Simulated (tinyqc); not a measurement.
From results back to parameters: WKB tunnelling through a gate dielectric with a two-band (Franz) dispersion. Four cases, with inputs chosen for the exercise.

Problem. In the Fowler-Nordheim regime with a parabolic band J/F^2 is proportional to exp(-B/F), B = (4/3) sqrt(m/c) phi^(3/2), c = hbar^2/2m0, 1 V/angstrom = 100 MV/cm. The ratio below was computed from a hidden barrier.

Constants: hbar^2/2m0 = 3.80998211 eV angstrom^2.

Case 1.

Values chosen (out of a larger set: of the size used for SiO2 on silicon; not measured data): m = 0.57 m0 (mass at the conduction edge); F1 = 7.7 MV/cm (first field); F2 = 11.3 MV/cm (second field).

ln[(J2/F2^2)/(J1/F1^2)] = 10.64688

Case 2.

Values chosen (out of a larger set: of the size used for SiO2 on silicon; not measured data): m = 0.51 m0 (mass at the conduction edge); F1 = 8.9 MV/cm (first field); F2 = 10.5 MV/cm (second field).

ln[(J2/F2^2)/(J1/F1^2)] = 4.66948

Case 3.

Values chosen (out of a larger set: of the size used for Al2O3 on silicon; not measured data): m = 0.33 m0 (mass at the conduction edge); F1 = 8.5 MV/cm (first field); F2 = 12.4 MV/cm (second field).

ln[(J2/F2^2)/(J1/F1^2)] = 4.80272

Case 4.

Values chosen (out of a larger set: of the size used for Si3N4 on silicon; not measured data): m = 0.41 m0 (mass at the conduction edge); F1 = 7.5 MV/cm (first field); F2 = 10.5 MV/cm (second field).

ln[(J2/F2^2)/(J1/F1^2)] = 4.99844

Find: B; phi.

Solution. B is the logarithm divided by 1/F1 - 1/F2; then phi = (3 B/(4 sqrt(m/c)))^(2/3). The slope fixes only m phi^3, so the mass must be known.

Case 1.

B = 257.33 MV/cm
phi = 2.920 eV

Case 2.

B = 272.73 MV/cm
phi = 3.150 eV

Case 3.

B = 129.80 MV/cm
phi = 2.220 eV

Case 4.

B = 131.21 MV/cm
phi = 2.080 eV

Computed by tinyqc, one run a case: `OMP_NUM_THREADS=1 python tinyqc.py N N+1 out.jsonl` with N = 1450939, 1451007, 1451182, 1451209; one thread of a shared Intel(R) Xeon(R) Processor @ 2.30GHz, about 0.01 s a run at most.
